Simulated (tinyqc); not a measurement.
Electron continuity equation in a given potential, Scharfetter-Gummel discretisation: one step of the calculation.

Steady state in one dimension: J = q mu n E + q D dn/dx with E = -dpsi/dx and D = mu Vt, dJ/dx = 0, fixed densities nL and nR at the ends. The potential is given, psi = U (x/L)^2, and is not changed by the electrons.

Question. Densities and current. B(d) = d/(exp(d) - 1) with d_i = (psi_(i+1) - psi_i)/Vt; b and f are the diagonal and right side of the balance equations. Solve B(-d_(i-1)) n_(i-1) + b_i n_i + B(d_i) n_(i+1) = f_i (end values already in f), then J_i = (q D/h) [n_(i+1) B(d_i) - n_i B(-d_i)], h = L/10, D = mu Vt.

Values chosen for this exercise; mobility that of a made-up semiconductor: temperature T = 325 K; electron mobility mu = 195 cm^2/(V s); length of the region L = 0.19 um; density at x = 0 nL = 4.3e13 cm^-3; density at x = L nR = 0 cm^-3.

Constants: q = 1.602176634e-19 C, kB = 1.380649e-23 J/K, Vt = kB T/q. Results are converted to the units shown.

```
interval	B(d_i)	B(-d_i)
0	0.94567618	1.0563654
1	0.84313836	1.1752061
2	0.74867274	1.3021190
3	0.66212354	1.4369483
4	0.58326374	1.5794670
5	0.51180260	1.7293844
6	0.44739482	1.8863551
7	0.38965093	2.0499897
8	0.33814834	2.2198656
9	0.29244230	2.3955380
```

```
node	diagonal b	right side f (cm^-3)
1	-2.1208823	-4.5423713e13
2	-2.1452574	0
3	-2.1856210	0
4	-2.2415905	0
5	-2.3126481	0
6	-2.3981577	0
7	-2.4973845	0
8	-2.6095165	0
9	-2.7336864	0
```

Find: n; J.

Answer.

n, node 0 to 10 (cm^-3): 4.3000e13  3.0646e13  2.3214e13  1.8412e13  1.5124e13  1.2763e13  1.1000e13  9.6275e12  8.4527e12  6.8639e12  0
J, interval 0 to 9 (A/cm^2): -7.5722  -7.5722  -7.5722  -7.5722  -7.5722  -7.5722  -7.5722  -7.5722  -7.5722  -7.5722

tinyqc, about 0.01 s, one thread, Intel Xeon 2.30GHz (shared host): `OMP_NUM_THREADS=1 python tinyqc.py 2220131 2220132 out.jsonl`
